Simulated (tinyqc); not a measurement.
Against the doping: grain-boundary trapping model (Seto) of a polycrystalline semiconductor film. Computed by tinyqc, a small Python program. Command: `OMP_NUM_THREADS=1 python tinyqc.py 3017609 3017610 out.jsonl poly walk`. One thread of a shared host (Intel(R) Xeon(R) Processor @ 2.30GHz), about 0.01 s of CPU time with the checks.

Grains of equal size L are joined by thin boundaries with one trap level. Trapped carriers deplete a width W on each side and raise a barrier, crossed by thermionic emission. Dopants are fully ionised, statistics are non-degenerate and mu_g does not depend on T.

Inputs (values chosen for the exercise, modelled on polycrystalline silicon): permittivity eps = 11.7; effective mass m = 0.29 m_0; effective density of states at 300 K, N_c = 2.8e+19 1/cm^3; grain size L = 65 nm; trap density Q_t = 1.1e+12 1/cm^2; trap level E_t below the band edge = 0.39 eV; mobility inside the grains mu_g = 180 cm^2/(V s); temperature T = 250 K.

Grain interior: resistance included.

Constants: e = 1.602176634e-19 C; eps_0 = 8.8541878128e-12 F/m; k_B = 8.617333262e-05 eV/K; m_0 = 9.1093837015e-31 kg; k_B = 1.380649e-23 J/K.

Method:
- If all traps fill, the grain is just depleted at N* = Q_t/L, with the barrier e Q_t L/(8 eps eps_0).
- N_c(T) = N_c (T/300 K)^(3/2). Filled traps Q = Q_t/(1 + (1/2) exp((E_t* - E_F)/k_B T)), where E_t* = e V_B - E_t and E_F are counted from the band edge at the grain centre. Partial depletion: Q = 2 N W, V_B = e N W^2/(2 eps eps_0), E_F = k_B T ln(N/N_c); solve for W. If that W would exceed L/2 the grain is fully depleted: W = L/2, Q = N L, and E_F follows from the trap equation. Centre density n_0 = N_c exp(E_F/k_B T).
- Boundary: sigma_b = L e^2 n_0 exp(-e V_B/k_B T)/sqrt(2 pi m k_B T); drift through the grain, depleted parts included: rho_g = [(1 - 2W/L) + (2W/L) int_0^1 exp(y^2 s^2) ds]/(e n_0 mu_g); rho = 1/sigma_b + rho_g. Mean carrier density n_av = n_0 [(1 - 2W/L) + (2W/L) (sqrt(pi)/2) erf(y)/y], y = sqrt(e V_B/k_B T); effective mobility 1/(e n_av rho).

N* = 1.69231e+17 1/cm^3

The same film:
```
N (1/cm^3)  W (nm)  V_B (V)  mean density (1/cm^3)  mobility (cm^2/(V s))  rho (ohm cm)
5.10e+15    32.500  0.00417             5.1806e+09                 156.20    7.7133e+06
1.70e+16    32.500  0.01389             2.5558e+10                 144.91    1.6852e+06
4.20e+16    32.500  0.03431             1.5435e+11                 108.02    3.7436e+05
8.50e+16    32.500  0.06943             1.8089e+12                  45.26    7.6243e+04
1.40e+17    32.500  0.11435             5.4375e+13                   9.72    1.1810e+04
2.00e+17    27.495  0.11692             9.5100e+16                   7.55    8.6947e+00
3.40e+17    16.176  0.06880             2.5373e+17                  39.76    6.1876e-01
6.80e+17     8.088  0.03440             6.2068e+17                 105.12    9.5660e-02
1.70e+18     3.235  0.01376             1.6699e+18                 143.86    2.5981e-02
6.80e+18     0.809  0.00344             6.7914e+18                 156.06    5.8890e-03
```

What does the comparison show, and why?

The barrier peaks among these rows at N = 2.0e17 (0.117 V) and the mobility has its minimum at 2.0e17; N* is 1.7e17. While the grain is fully depleted (W = L/2) V_B grows as N; once all traps are filled it falls as 1/N (last exponent -1.00). Partly depleted rows (W < L/2) with e V_B below 2 k_B T stretch the depletion approximation. Where N approaches N_c the non-degenerate statistics fail. rho drops most steeply, as N^-20.2, between 1.4e17 and 2.0e17.

Extremes, crossings and ranges named in words are read from the listed rows.
